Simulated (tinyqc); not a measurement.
Worked calculation: CIS and TDHF on RHF in the sto-3g basis, for H2, spin multiplicity 1. One step of it, computed by the program tinyqc.

Task: Iteration 3 (converged): orbitals. Diagonalise F' = X^T F X, C = X C', fill 1 alpha and 1 beta electrons from the bottom; D = 2 C_occ C_occ^T. Each column has its largest component positive (the first on a tie).

converged F (hartree), order 1H 1s, 2H 1s:
```
[[-0.350823, -0.581209],
 [-0.581209, -0.350823]]
```

X, order 1H 1s, 2H 1s:
```
[[1.226105, -0.445769],
 [-0.445769, 1.226105]]
```

Give: F' = X^T F X; orbital energies; coefficients C; D after iteration 3.

Result:

F' = X^T F X (hartree):
```
[[0.0382, -0.6058],
 [-0.6058, 0.0382]]
```

orbital energies (hartree): [-0.5675, 0.6440]

coefficients C, order 1H 1s, 2H 1s:
```
[[0.5518, 1.1822],
 [0.5518, -1.1822]]
```

D after iteration 3, order 1H 1s, 2H 1s:
```
[[0.6089, 0.6089],
 [0.6089, 0.6089]]
```
